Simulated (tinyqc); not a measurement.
Reverse leakage of an n+-p junction: diffusion, generation, trap-assisted and band-to-band tunnelling: one step of the calculation.

One-sided abrupt junction in the depletion approximation, x from the junction (0) to W on the p side, field F = F0 (1 - x/W). Flat quasi-Fermi levels, long p side. Traps generate through SRH with both lifetimes shortened by 1 + Gamma (Hurkx enhancement, form for moderate fields); band-to-band generation is local and needs a total bending above Eg.

Problem. Current components. u = (Vbi + VR)(1 - x/W)^2, p = Na exp(-u/Vt), n = Nd exp((u - Vbi - VR)/Vt); G0 = ni^2 (1 - exp(-VR/Vt))/(tau (n + p + 2 ni cosh(Et/Vt))); Gamma = 2 sqrt(3 pi)(F/FG) exp((F/FG)^2); trap-assisted part G0 Gamma; G_bb = Ab F^2.5 exp(-Bb/F) with F in V/cm, zero unless Vbi + VR > Eg, and counted as zero under 1 cm^-3 s^-1. 12 equal steps.

Each current is q times the trapezoid sum of its rate; J adds J_diff; J_bb under 1e-8 of the sum is given as 0.

Constants: q = 1.602176634e-19 C. Results are converted to the units shown.

```
point     x (nm)  G0 (cm^-3 s^-1)  G0 Gamma (cm^-3 s^-1)  G_bb (cm^-3 s^-1)
0       0.000000     7.7405438e10           4.4710968e11          1.6434920
1       7.173280     6.7125457e13           3.3349154e14                  0
2      14.346561     3.2217774e16           1.3729315e17                  0
3      21.519841     4.6004980e18           1.6739946e19                  0
4      28.693122     9.7425297e18           3.0062609e19                  0
5      35.866402     8.4728933e18           2.1946128e19                  0
6      43.039682     1.1763132e18           2.5192452e18                  0
7      50.212963     5.2280112e16           9.0505654e16                  0
8      57.386243     3.7220993e15           5.0279975e15                  0
9      64.559524     4.7503029e14           4.7203313e14                  0
10     71.732804     1.0914805e14           7.1312167e13                  0
11     78.906084     4.5163328e13           1.4631748e13                  0
12     86.079365     3.3654423e13                      0                  0
```

J_diff = 2.7494176e-9 A/cm^2

Wanted: J_SRH; J_TAT; J_bb; J.

Solution.

J_SRH = 2.768e-6 A/cm^2
J_TAT = 8.218e-6 A/cm^2
J_bb = 0 A/cm^2
J = 1.099e-5 A/cm^2

Range of the model: The n+ side is degenerate, so Vbi from Boltzmann statistics is only a guide.

Computed by the program tinyqc: `OMP_NUM_THREADS=1 python tinyqc.py 2290123 2290124 out.jsonl`, one thread of a shared Intel Xeon 2.30GHz, about 0.01 s for the whole run.
